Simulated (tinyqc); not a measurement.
Inside a calculation: density of states of one tight-binding band on the simple cubic lattice. Values are carried at full precision from step to step, so a last printed digit may differ when a step is redone from the rounded ones.

E(k) = -2 t (c1 + c2 + c3) - 4 t2 (c1 c2 + c2 c3 + c3 c1) with ci = cos(2 pi ki); k in fractions of the reciprocal vectors, mesh k_i = j/N with j = 0 .. N-1. Densities are per cell and per spin, so the band holds one state.

Inputs chosen for the exercise: t = 2.34 eV (nearest hopping); t2 = -0.13 eV (second hopping); N = 4 (mesh points along each axis); bins = 10 (bins of the histogram); E_lo = -12.513 eV (lower end of the histogram); E_hi = 15.617 eV (upper end); E = 8 eV (energy at which the density is wanted); sigma = 0.702 eV (Gaussian width).

## Energies on the mesh

Evaluate the band at all 64 points and collect equal values.

Distinct energies:
```
E_k (eV),points
-12.4800,1
-8.8400,6
-5.2000,3
-4.6800,12
-0.5200,12
0.0000,8
4.1600,3
4.6800,12
9.8800,6
15.6000,1
```

The 64 points give 10 distinct energies between -12.4800 and 15.6000 eV; a dense mesh gives a band from -12.480 to 15.600 eV.

## Histogram

Count the points in equal bins from E_lo to E_hi; g = count/(all points x bin width).

Histogram:
```
from (eV),to (eV),points,g (1/eV)
-12.5130,-9.7000,1,0.0056
-9.7000,-6.8870,6,0.0333
-6.8870,-4.0740,15,0.0833
-4.0740,-1.2610,0,0.0000
-1.2610,1.5520,20,0.1111
1.5520,4.3650,3,0.0167
4.3650,7.1780,12,0.0667
7.1780,9.9910,6,0.0333
9.9910,12.8040,0,0.0000
12.8040,15.6170,1,0.0056
```

Empty bins: 2 of 10; the fullest holds 20 points. Empty bins inside the band come from the coarse mesh, not from gaps.

## Gaussian broadening at one energy

Gaussian broadening: g(E) = mean over the mesh of exp(-(E - E_k)^2/(2 sigma^2))/(sigma sqrt(2 pi)), n(E) = mean of erfc((E_k - E)/(sigma sqrt 2))/2.

Sum over the distinct energies with their counts.

n(E) = 0.8910
g(E) = 0.0015 1/eV

## One tetrahedron of the mesh

For corner energies e1 <= e2 <= e3 <= e4 and eij = ei - ej, the share of the tetrahedron below E is n = (E - e1)^3/(e21 e31 e41) for e1 < E < e2; n = [e21^2 + 3 e21 x + 3 x^2 - (e31 + e42) x^3/(e32 e42)]/(e31 e41) with x = E - e2 for e2 < E < e3; n = 1 - (e4 - E)^3/(e41 e42 e43) for e3 < E < e4; its density of states is g = dn/dE.

corner energies, sorted (eV): 0.0000  4.1600  4.6800  9.8800

Find its share below E and its density of states at E.

n = 0.9774
g = 0.0361 1/eV

E lies between corners 3 and 4.

## Sum over all linear tetrahedra

Each cube of the mesh, corners numbered 0 to 7 as the binary number (i j l), is cut into six tetrahedra around the diagonal 0-7: 0137, 0157, 0237, 0267, 0457, 0467. For corner energies e1 <= e2 <= e3 <= e4 and eij = ei - ej, the share of the tetrahedron below E is n = (E - e1)^3/(e21 e31 e41) for e1 < E < e2; n = [e21^2 + 3 e21 x + 3 x^2 - (e31 + e42) x^3/(e32 e42)]/(e31 e41) with x = E - e2 for e2 < E < e3; n = 1 - (e4 - E)^3/(e41 e42 e43) for e3 < E < e4; its density of states is g = dn/dE.

Average n and g over all pieces of the mesh. The reference uses the same method with N = 36.

n(E) = 0.9463
g(E) = 0.0221 1/eV
reference n(E) = 0.903
reference g(E) = 0.024 1/eV

On this mesh the linear method errs by -0.002 1/eV in g and +0.044 in n; the Gaussian sum erred by -0.023 and -0.012.

## Checks

- States below the top of the band by the linear method against one: both 1.000000.

Computed by tinyqc, a small Python program: `OMP_NUM_THREADS=1 python tinyqc.py 1680597 1680598 out.jsonl` (the numbers bound the seed that draws the inputs); one thread of a shared host (Intel(R) Xeon(R) Processor @ 2.30GHz), about 0.2 s for the whole set of steps.
